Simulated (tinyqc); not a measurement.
Bandgap voltage reference from two bipolar transistors: one step of the calculation.

Two transistors of area 1 and N carry the same current I. Is(T) = Is (T/T0)^eta exp[(Vg0 q/kB)(1/T0 - 1/T)], VBE1 = Vt ln(I/Is(T)) + I rb, VBE2 = Vt ln(I/(N Is(T))) + I rb/N. The amplifier forces I R1(T) = VBE1 - VBE2 + Vos, with R(T) = R (1 + tc (T - T0)) for both resistors, and the output is Vref = VBE1 + I R2(T). Base currents and the Early effect are neglected.

Task. Operating point at the reference temperature. Vt = kB T/q; I = (Vt ln N + Vos)/(R1(T) - rb (1 - 1/N)). Evaluate at T = T0.

Values chosen for this exercise; values of the order met in silicon bipolar transistors: reference temperature T0 = 298 K; band-gap voltage extrapolated to 0 K Vg0 = 1.174 V; temperature exponent of the saturation current eta = 4.4; saturation current of the unit transistor at T0 Is = 1.5e-16 A; area ratio of the second transistor N = 10; resistor across which the difference of VBE falls, at T0 R1 = 9.1 kohm; temperature coefficient of both resistors tc = 0 ppm/K; offset of the amplifier Vos = 0 mV; series resistance of the unit transistor rb = 0 ohm; output resistor at T0 R2 = 100.2 kohm.

Constants: q = 1.602176634e-19 C, kB = 1.380649e-23 J/K. Results are converted to the units shown.

Find: Vt; I; Is(T); VBE1; I R2; Vref.

Result.

Vt = 0.02568 V
I = 6.498 uA
Is(T) = 1.500e-16 A
VBE1 = 0.6289 V
I R2 = 0.6511 V
Vref = 1.280 V

Program tinyqc, `OMP_NUM_THREADS=1 python tinyqc.py 2062139 2062140 out.jsonl`; Intel Xeon 2.30GHz, shared host, one thread, about 0.03 s.
